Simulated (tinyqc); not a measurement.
Superjunction drift layer against a plain one, charge balance: one step of the calculation.

Alternating n and p pillars of equal width wp, doping N and length Lp. When depleted, the lateral field peaks at Ex = q N wp/(2 eps0 eps_r) at the pillar junctions and a uniform vertical field Ey is added; breakdown is taken where Ex^2 + Ey^2 = Ef^2. Only the n pillars conduct, narrowed by the zero-bias depletion. A first-order model: the field peaks at the pillar ends are left out.

Question. Doping of the plain drift layer. Ec(N) = E16 (N/1e16 cm^-3)^(1/8); N(new) = eps0 eps_r Ec(N)^2/(2 q BV).

Parameters, values chosen for the exercise; values close to those of silicon: relative permittivity of the semiconductor eps_r = 11.8; critical field at a doping of 1e16 cm^-3 E16 = 0.397 MV/cm; wanted breakdown voltage BV = 760 V.

Constants: q = 1.602176634e-19 C, eps0 = 8.8541878128e-14 F/cm where lengths are in cm. Results are converted to the units shown.

N after iteration 1 = 6.7617291e14 cm^-3

Find: Ec; N after iteration 2.

Answer.

Ec = 0.2835 MV/cm
N after iteration 2 = 3.448e14 cm^-3

Computed by the program tinyqc: `OMP_NUM_THREADS=1 python tinyqc.py 2590045 2590046 out.jsonl`, one thread of a shared Intel Xeon 2.30GHz, about 0.01 s for the whole run.
